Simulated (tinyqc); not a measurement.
Square on-chip spiral inductor, lumped pi model: quality factor against frequency.

Outer diameter do = di + 2 n wd + 2 (n - 1) sp, mean da = (do + di)/2, fill p = (do - di)/(do + di), length l = 4 n da. L = 2.34 mu0 n^2 da/(1 + 2.75 p), mu0 = 4 pi 1e-7 H/m. Rs = rho l/(wd delta (1 - exp(-th/delta))), delta = sqrt(rho/(pi f mu0)). Cs = n wd^2 eps0 eo/hu across the coil. At each end Cox = l wd eps0 eo/(2 ho) leads to the substrate branch Rsi = 2 rs he/(l wd) in parallel with Csi = l wd eps0 11.7/(2 he). With one end grounded Y = 1/(Rs + i w L) + i w Cs + 1/[1/(i w Cox) + 1/(1/Rsi + i w Csi)], w = 2 pi f; Q = -Im Y/Re Y. Eddy currents in neighbouring turns and in the substrate are left out.

Apparent inductance Im(1/Y)/w; share of the loss Re(substrate branch)/Re Y.

Values chosen for this exercise; values of the order met in silicon radio-frequency processes:

| symbol | value | unit | meaning |
|---|---|---|---|
| n | 5.5 |  | number of turns |
| wd | 6 | um | line width |
| sp | 1.5 | um | space between turns |
| di | 100 | um | inner diameter |
| th | 0.9 | um | metal thickness |
| rho | 1.9 | uohm cm | metal resistivity |
| ho | 8.6 | um | oxide below the coil |
| hu | 0.9 | um | oxide between coil and underpass |
| eo | 3.9 |  | relative permittivity of the oxide |
| rs | 100 | ohm cm | substrate resistivity |
| he | 50 | um | effective spreading depth in the substrate |

Constants: eps0 = 8.8541878128e-12 F/m. Results are converted to the units shown.

Quality factor against frequency:

| f (GHz) | Rs (ohm) | w L/Rs | Q | apparent inductance (nH) | loss in the substrate (%) |
|---|---|---|---|---|---|
| 0.22 | 11.892 | 0.81077 | 0.80947 | 6.9710 | 0.023784 |
| 0.36 | 12.204 | 1.2928 | 1.2890 | 6.9743 | 0.084070 |
| 0.6 | 12.627 | 2.0824 | 2.0682 | 6.9833 | 0.30644 |
| 0.97 | 13.150 | 3.2328 | 3.1794 | 7.0056 | 0.92777 |
| 1.6 | 13.866 | 5.0570 | 4.8440 | 7.0683 | 2.6025 |
| 2.6 | 14.787 | 7.7057 | 6.9205 | 7.2372 | 6.4438 |
| 4.3 | 16.064 | 11.731 | 8.9229 | 7.7563 | 14.976 |
| 7 | 17.730 | 17.303 | 8.7984 | 9.5341 | 29.830 |
| 11 | 19.797 | 24.351 | 4.0621 | 20.338 | 48.499 |

Read the table: what changes, and by how much?

Q goes from 0.809 through a maximum of 8.92 (at f = 4.3 GHz among the rows listed) to 4.06; the exact peak is 9.30 at 5.50 GHz and Q reaches zero at the self-resonance, 13.4 GHz. The share of the substrate rises from 0.0238 to 48.5 %, and the apparent inductance ends at 2.92 times L. At the peak the substrate takes 21.6 % of the loss. For f = 11 the coil is longer than 0.15 of a wavelength in the oxide, where one lumped section is rough.

Computed by the program tinyqc: `OMP_NUM_THREADS=1 python tinyqc.py 2302106 2302107 out.jsonl`, one thread of a shared Intel Xeon 2.30GHz, about 0.01 s for the whole run.
